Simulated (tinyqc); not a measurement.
Worked calculation: Hubbard chain of 2 sites. One step of it, computed by the program tinyqc.

Problem. Mean-field iteration 3. H(up) = T + U n(down), H(down) = T + U n(up); fill the lowest levels; n(new) = n + mixing (n(out) - n); E = tr T (rho up + rho down) + U sum n_up n_down of the output.

one-body matrix (hopping and site energies) (eV), order 1, 2:
$$\begin{pmatrix}
0.410000 & -0.570000 \\
-0.570000 & 0.330000
\end{pmatrix}$$

U = 11.700000 eV

electrons, up and down: [1, 1]

mixing = 0.500000

n(up) after iteration 2: 1 0.842192, 2 0.157808

n(down) after iteration 2: 1 0.152164, 2 0.847836

Give: levels, up; levels, down; energy; n(up) after iteration 3; n(down) after iteration 3.

Solution.

levels, up (eV): [2.1502, 10.2898]

levels, down (eV): [2.1364, 10.3036]

energy = 0.6950 eV

n(up) after iteration 3: 1 0.9186, 2 0.0814

n(down) after iteration 3: 1 0.0785, 2 0.9215
